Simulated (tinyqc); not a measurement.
Strain-driven crossing of the Gamma and L valleys in a germanium-like crystal alloyed with tin: one step. Gaps of the unstrained alloy.

With tin the unstrained gaps become E(y) = (1 - y) E + y EgS - CS y (1 - y); all other values are kept.

Inputs chosen for the exercise (near those of Ge, gaps at low temperature; the results hold for these values, not for the real material):
```
symbol  value            unit  meaning
Eg      0.903            eV    gap at Gamma to the s-like level
EgL     0.73             eV    gap to L
EgS     (-0.382, 0.125)  eV    Gamma and L gaps of the tin end
CS      (2.13, 0.78)     eV    bowing of the Gamma and L gaps
y       0.079                  tin fraction
```

Task: Give both gaps, their difference, and the y at which they cross (the root of a quadratic between 0 and 0.3).

Give: Gamma and L gaps; Gamma - L; crossing y.

Result:

Gamma and L gaps (eV): 0.6465  0.6255

Gamma - L = 0.0211 eV
crossing y = 0.0907

Without strain the alloy is indirect.

tinyqc: `OMP_NUM_THREADS=1 python tinyqc.py 1080797 1080798 out.jsonl`; about 0.01 s, one thread, shared Intel(R) Xeon(R) Processor @ 2.30GHz.
